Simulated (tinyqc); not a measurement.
What each value does: bond unit of a tetrahedral oxide and its oxygen vacancy in tight binding.

Two sp3 hybrids h1, h2 at eh = (es + 3 ep)/4 point at one oxygen with orbitals s, px, py, pz; x joins the two cations, z bisects the angle phi, and th = (180 - phi)/2. With u = hbar^2/(m d^2) = 2c/d^2, c = hbar^2/2m0: Vhs = -(1.32 + sqrt3 x 1.42) u/2 and Vhp = (1.42 + sqrt3 x 2.22) u/2. <h|s> = Vhs for both; <h1|px> = Vhp cos(th), <h2|px> = -Vhp cos(th); <h|pz> = Vhp sin(th) for both; py is a lone pair. The unit holds 8 electrons. Coupling between units, which widens the levels into bands, is left out.

Constants: hbar^2/2m0 = 3.80998211 eV angstrom^2.

Parameters, chosen for this exercise (near tabulated values for SiO2; the results hold for these values, not for the real material):
```
symbol  value   unit      meaning
es      -14.92  eV        s level of the cation
ep      -7.69   eV        p level of the cation
eos     -34.05  eV        s level of oxygen
eop     -16.63  eV        p level of oxygen
d       1.61    angstrom  cation-oxygen distance
phi     154     degrees   bond angle at oxygen
R       2.89    angstrom  cation-cation distance across the vacancy
```

Spacing from the highest filled to the lowest empty level, excess electrons on oxygen (their number less 6), and the vacancy bond level eh - V2 - eop, V2 = 3.22 x 2c/R^2.

One parameter was then changed.

Results before and after:
```
case     spacing (eV)  excess on O  vacancy level (eV)
base           9.9909       1.0671              4.1948
changed       10.3453       1.0236              4.1948
```

Which of these changes was made? (a) ep = -7.19 eV; (b) eop = -16.13 eV; (c) phi = 146 degrees; (d) d = 1.65 angstrom; (e) es = -14.42 eV; (f) eos = -32.05 eV; (g) R = 3.04 angstrom.

Answer: (c) phi = 146 degrees. Of the candidates, run in turn, only this one gives the changed row.

All candidates:
```
case               spacing (eV)  excess on O  vacancy level (eV)
base                     9.9909       1.0671              4.1948
es = -14.42 eV          10.1004       1.0751              4.3198
ep = -7.19 eV           10.3199       1.0909              4.5698
eos = -32.05 eV         10.1444       1.0512              4.1948
eop = -16.13 eV          9.5187       1.0378              3.6948
d = 1.65 angstrom        9.7547       1.0958              4.1948
phi = 146 degrees       10.3453       1.0236              4.1948
R = 3.04 angstrom        9.9909       1.0671              4.4775
```

Run: tinyqc, `OMP_NUM_THREADS=1 python tinyqc.py 1452878 1452879 out.jsonl`; Intel(R) Xeon(R) Processor @ 2.30GHz, one thread, shared host; about 0.01 s of CPU time with all checks.
